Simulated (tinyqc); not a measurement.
Order-disorder in a binary alloy on two sublattices: Bragg-Williams and pair (quasi-chemical) approximations: one step, computed by the program tinyqc. Command: `OMP_NUM_THREADS=1 python tinyqc.py 3024663 3024664 out.jsonl order walk`. One thread of a shared host (Intel(R) Xeon(R) Processor @ 2.30GHz), about 0.01 s of CPU time with the checks.

All z = 4 neighbours of a site lie on the other sublattice. B fills the sublattices with x + eta/2 and x - eta/2; energies are per site, from the pure components: u = -z w y with y the probability of an A-B bond taken in one order.

Problem. Short-range order at the Bragg-Williams T_c. Quasi-chemical disordered state, with T here the Bragg-Williams T_c and not the input T: y^2/[(1 - x - y)(x - y)] = exp(2 w/(k_B T)) =: E, so y = 2 x (1 - x)/(1 + r), r = sqrt(1 - 4 x (1 - x)(1 - 1/E)); Warren-Cowley alpha = 1 - y/(x (1 - x)); u = -z w y.

Inputs (values chosen for the exercise, for a model alloy): ordering energy w = (e_AA + e_BB)/2 - e_AB = 25.9 meV; fraction x of B = 0.41.

Lattice: square (z = 4).

T_c, Bragg-Williams = 581.6379 K

Constants: k_B = 8.617333262e-05 eV/K.

Give: bond probability y; alpha of the disordered state at the Bragg-Williams T_c; energy of the disordered state.

Solution.

bond probability y = 0.29981

alpha of the disordered state at the Bragg-Williams T_c = -0.23938

energy of the disordered state = -31.060 meV/site

Short-range order already holds 34 % of the full ordering energy z w x^2, counted from the random alloy at -z w x (1 - x); Bragg-Williams puts none there.
